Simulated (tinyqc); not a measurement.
Width of the well: quantum-confined Stark effect in a modulator well.

Envelopes on cells of 0.5 angstrom over the well |z| < L/2 and 45 angstrom of barrier on each side, psi = 0 beyond, psi'/m continuous (mean mass between points), c = hbar^2/2m0. The electron sees + e F z and the hole - e F z, each with its offset in the barriers; 1 kV/cm = 1e-5 eV/angstrom. Light holes, band mixing and escape by tunnelling are left out.

Exciton: in-plane function exp(-rho/lam), 1/mu = 1/me + 1/mp, E(lam) = c/(mu lam^2) - (q/eps) times the integral over k of Fm(k)(1 + (k lam/2)^2)^(-3/2), Fm(k) the double integral of psi_e^2 psi_h^2 exp(-k |z - z'|), q = e^2/(4 pi eps0); binding Eb = -E at the minimum. Line at Eg + E_e + E_h - Eb, strength proportional to overlap^2/lam^2.

Constants: hbar^2/2m0 = 3.80998211 eV angstrom^2; e^2/(4 pi eps0) = 14.39964547 eV angstrom; hc = 1239.841984 eV nm.

Parameters, chosen for this exercise (near those of a GaAs well in AlGaAs; shifted at random, so the results belong to these values and not to a real crystal): Vc = 0.267 eV (conduction offset); Vv = 0.139 eV (heavy-hole offset); me = 0.0682 m0 (electron, well); meb = 0.0896 m0 (electron, barrier); mh = 0.352 m0 (heavy hole along z, well); mhb = 0.373 m0 (heavy hole, barrier); Eg = 1.441 eV (gap of the well); mp = 0.166 m0 (heavy hole in the plane); eps = 12.6 (dielectric constant); Ls = (50, 66, 84, 104, 126, 150, 170) angstrom (widths); F_L = 53 kV/cm (field for this table).

Zero-field line, its shift at F_L and the relative strength.

Results:

| L (angstrom) | line at F = 0 (nm) | Eb (meV) | shift (meV) | relative strength | shift x strength (meV) |
|---|---|---|---|---|---|
| 50 | 809.4 | 10.25 | -1.07 | 0.970 | 1.04 |
| 84 | 836.6 | 9.22 | -3.89 | 0.798 | 3.10 |
| 104 | 844.2 | 8.72 | -7.01 | 0.585 | 4.10 |
| 126 | 849.4 | 8.23 | -11.80 | 0.338 | 3.98 |
| 150 | 853.1 | 7.78 | -18.58 | 0.148 | 2.75 |
| 170 | 855.1 | 7.44 | -25.32 | 0.064 | 1.62 |

Give the missing row, L (angstrom) = 66.

Computed row:
```
L (angstrom)  line at F = 0 (nm)  Eb (meV)  shift (meV)  relative strength  shift x strength (meV)
66                         825.6      9.75        -2.05              0.920                    1.88
```

The shift grows with exponent 2.34 in L over the first two rows and 2.47 over the last two, against 4 for hard walls at second order; leakage lowers it in narrow wells and saturation in wide ones. The strength falls from 0.97 to 0.06, and the product of the two is largest at 104 angstrom.

Run: tinyqc, `OMP_NUM_THREADS=1 python tinyqc.py 1250874 1250875 out.jsonl`; Intel(R) Xeon(R) Processor @ 2.30GHz, one thread, shared host; about 0.1 s of CPU time with all checks.
